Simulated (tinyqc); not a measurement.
# Long-channel MOSFET, surface-potential model: several studies

n-channel transistor on a uniformly doped p-type body, gradual-channel approximation, constant mobility, Boltzmann statistics, full ionisation. Potentials are counted from the neutral body; V is the electron quasi-Fermi potential, Vsb at the source and Vsb + Vds at the drain. Charges are magnitudes per area.

Inputs (values chosen for the exercise); material values close to those of gallium arsenide: temperature T = 293 K; band gap Eg = 1.4 eV; relative permittivity of the semiconductor eps_r = 12.9; conduction-band density of states at T Nc = 4.31e17 cm^-3; valence-band density of states at T Nv = 8.63e18 cm^-3; acceptor density of the body Na = 3.2e15 cm^-3; relative permittivity of the gate insulator eox = 24.1; insulator thickness tox = 25 nm; flat-band voltage Vfb = -0.38 V; channel mobility mu = 670 cm^2/(V s); gate width W = 2 um; gate length L = 2 um; source-body reverse bias Vsb = 0 V; gate-source voltage Vgs = 0.86 V; drain-source voltage Vds = 0.2 V.

Constants: q = 1.602176634e-19 C, kB = 1.380649e-23 J/K, Vt = kB T/q, eps0 = 8.8541878128e-14 F/cm where lengths are in cm. Results are converted to the units shown.

Each table varies one quantity; the others keep the values above.

## Output curve

ni = sqrt(Nc Nv) exp(-Eg/(2 Vt)), Eg in volts; phiF = Vt ln(Na/ni); Cox = eps0 eox/tox; gamma = sqrt(2 q eps0 eps_r Na)/Cox. The surface potential psi at channel potential V solves Vgs + Vsb - Vfb - psi = gamma sqrt(G), G = psi - Vt + Vt exp((psi - 2 phiF - V)/Vt). Charge sheet: Qi = Cox gamma [sqrt(G) - sqrt(psi - Vt)]; I = mu (W/L) [integral of Qi dpsi from psi_0 to psi_L (drift) + Vt (Qi0 - QiL) (diffusion)], with psi_0 at V = Vsb and psi_L at V = Vsb + Vds. Pao-Sah: Qi(V) = (Cox gamma/2) integral from 3 Vt to psi of exp((u - 2 phiF - V)/Vt)/sqrt(G(u, V)) du, and I = mu (W/L) integral of Qi dV from Vsb to Vsb + Vds. Square law: VT = Vfb + 2 phiF + gamma sqrt(2 phiF + Vsb), m = 1 + gamma/(2 sqrt(2 phiF + Vsb)), I = mu Cox (W/L) [(Vgs - VT) v - m v^2/2] with v the smaller of Vds and (Vgs - VT)/m, and zero below VT.

In this table Vgs = 1.04 V.

Output curve:
```
Vds (V)  psi_L (V)  QiL (nC/cm^2)  I, charge sheet (uA)  I, Pao-Sah (uA)  I, square law (uA)
0.05         1.280          81.14                 2.957            3.273               7.897
0.1          1.314          51.85                 4.954            5.507               14.34
0.15         1.342          27.11                 6.126            6.824               19.32
0.21         1.365          7.505                 6.720            7.481               23.37
0.26         1.372          1.463                 6.843            7.610               25.15
0.31         1.373         0.2170                 6.865            7.632               25.53
0.36         1.373        0.03028                 6.868            7.636               25.53
0.42         1.373       0.002817                 6.868            7.636               25.53
0.47         1.373       3.888e-4                 6.869            7.636               25.53
```

Read the table: what changes, and by how much?

The Pao-Sah current rises from 3.27 to 7.64 uA, while the charge at the drain end falls from 81.1 to 3.89e-4 nC/cm^2. The current first comes within 1 % of its last value at Vds = 0.26 V among the rows listed; the square law saturates at (Vgs - VT)/m = 0.296 V. Over the last two rows psi_L moves by less than 1 mV: the drain has lost hold of the surface potential, so the current no longer grows. In the last row the charge sheet is 10 % below Pao-Sah and the square law 3.34 times it. In every row the surface electron density at the source passes 0.3 Nc, where degeneracy and quantisation, left out here, matter.

## Effect of the insulator thickness

VT = Vfb + 2 phiF + gamma sqrt(2 phiF + Vsb), m = 1 + gamma/(2 sqrt(2 phiF + Vsb)). The swing is 20 mV/log10[I(VT - 0.14 V)/I(VT - 0.16 V)] of the charge-sheet current at the given Vds.

Effect of the insulator thickness:
```
tox (nm)  gamma (V^0.5)  VT (V)      m  swing (mV/decade)  I at Vgs, Vds (uA)
8.3             0.01331  0.7106  1.006              59.38               1.021
11              0.01764  0.7151  1.009              59.51              0.8686
15              0.02406  0.7217  1.012              59.71              0.6917
20              0.03208  0.7300  1.015              59.96              0.5267
28              0.04491  0.7433  1.022              60.35              0.3457
37              0.05934  0.7583  1.029              60.80              0.2166
50              0.08019  0.7800  1.039              61.44              0.1094
```

What does the comparison show?

As tox goes from 8.3 to 50 nm, VT rises from 0.711 to 0.780 V, the swing rises from 59.4 to 61.4 mV a decade and the current falls from 1.02 to 0.109 uA. The swing is 1.5 % above m Vt ln 10 in the first row and 1.8 % above it in the last. For tox = 8.3 to 28 nm the surface electron density at the source passes 0.3 Nc, where degeneracy and quantisation, left out here, matter.

## Transfer curve from weak to strong inversion

Same model as above.

gm = dI/dVgs of the charge-sheet current.

Result of one run:
```
Vgs (V)  I, charge sheet (uA)  I, Pao-Sah (uA)  drift share (%)  gm/I (1/V)  I, square law (uA)
0.72                 0.003563         0.003613           0.4750       38.08                   0
```

What becomes of these results when the gate-source voltage Vgs is changed from 0.72 to 1.59 V, all else the same?

Result of the changed run:
```
Vgs (V)  I, charge sheet (uA)  I, Pao-Sah (uA)  drift share (%)  gm/I (1/V)  I, square law (uA)
1.59                    57.27            59.66            95.30       1.813               85.75
```

The whole series:
```
Vgs (V)  I, charge sheet (uA)  I, Pao-Sah (uA)  drift share (%)  gm/I (1/V)  I, square law (uA)
0.54                 3.650e-6         3.706e-6         4.903e-4       38.20                   0
0.72                 0.003563         0.003613           0.4750       38.08                   0
0.89                   0.8041           0.8853            39.62       20.86               6.451
1.06                    7.956            8.836            76.39       8.412               25.13
1.24                    22.61            24.35            89.26       4.035               45.72
1.42                    39.92            42.09            93.46       2.502               66.31
1.59                    57.27            59.66            95.30       1.813               85.75
1.76                    75.13            77.67            96.35       1.413               105.2
1.94                    94.38            97.03            97.06       1.141               125.8
```

The charge-sheet current rises from 3.65e-6 to 94.4 uA. In the first row gm/I is 38.2 1/V, a swing of 60.3 mV a decade, against Vt ln 10 = 58.1 mV a decade for an ideal gate; in the last it is 1.14 1/V. Drift passes half of the current at Vgs = 1.06 V among the rows listed (VT = 0.738 V). The charge sheet departs most from Pao-Sah at Vgs = 1.06 V, where it is 10 % below it. In the last row the square law is 30 % above Pao-Sah. For Vgs = 0.89 to 1.94 V the surface electron density at the source passes 0.3 Nc, where degeneracy and quantisation, left out here, matter.

tinyqc, about 0.05 s, one thread, Intel Xeon 2.30GHz (shared host): `OMP_NUM_THREADS=1 python tinyqc.py 2360027 2360028 out.jsonl`
